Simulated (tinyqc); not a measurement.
Short-channel transistor, virtual-source model with series resistance: one step of the calculation.

The current per gate width is the charge at the top of the source barrier (the virtual source) times its velocity times a saturation function; al and be are fitting constants of the model. Units: I in uA/um, Rs in ohm um, so I Rs = 1e-6 I Rs in volts; Q in uC/cm^2, so I = 1e-4 Q vx0 Fsat with vx0 in cm/s.

Problem. What the series resistance costs. Intrinsic voltages Vg' = Vgs - I Rs, Vd' = Vds - 2 I Rs. n = n0 + nd Vd', VT = VT0 - dl Vd', Ff = 1/(1 + exp((Vg' - VT + al Vt/2)/(al Vt))), Q = Cinv n Vt ln(1 + exp((Vg' - VT + al Vt Ff)/(n Vt))), Vdsat = (vx0 L/mu)(1 - Ff) + Vt Ff, Fsat = u/(1 + u^be)^(1/be) with u = Vd'/Vdsat, and I = Q vx0 Fsat per width. I0 is the current for Rs = 0. Effective velocity I/Q; transit time L Q/I.

Values chosen for this exercise:
```
symbol,value,unit,meaning
T,325,K,temperature
Cinv,1.93,uF/cm^2,inversion capacitance
vx0,1.11e7,cm/s,velocity at the virtual source
mu,370,cm^2/(V s),apparent mobility
L,16,nm,channel length
VT0,0.5,V,threshold at zero drain voltage
dl,0.175,V/V,drain-induced barrier lowering
n0,1.54,,subthreshold factor
nd,0.05,1/V,growth of n with drain voltage
al,3.5,,threshold shift (in units of Vt) from weak to strong inversion
be,1.8,,sharpness of saturation
Rs,200,ohm um,series resistance of each contact
Vgs,1.2,V,gate voltage
Vds,1.2,V,drain voltage
```

Constants: q = 1.602176634e-19 C, kB = 1.380649e-23 J/K, Vt = kB T/q. Results are converted to the units shown.

converged I = 1231.9033 uA/um
I0 = 1946.2139 uA/um

Wanted: loss against I0; effective velocity; transit time.

Solution.

loss against I0 = 36.70 %
effective velocity = 1.105e7 cm/s
transit time = 0.1448 ps

The carriers leave the virtual source at 99.6 % of vx0: the device is in saturation.

Numbers from tinyqc (`OMP_NUM_THREADS=1 python tinyqc.py 2380095 2380096 out.jsonl`; about 0.01 s on one thread of a shared Intel Xeon 2.30GHz).
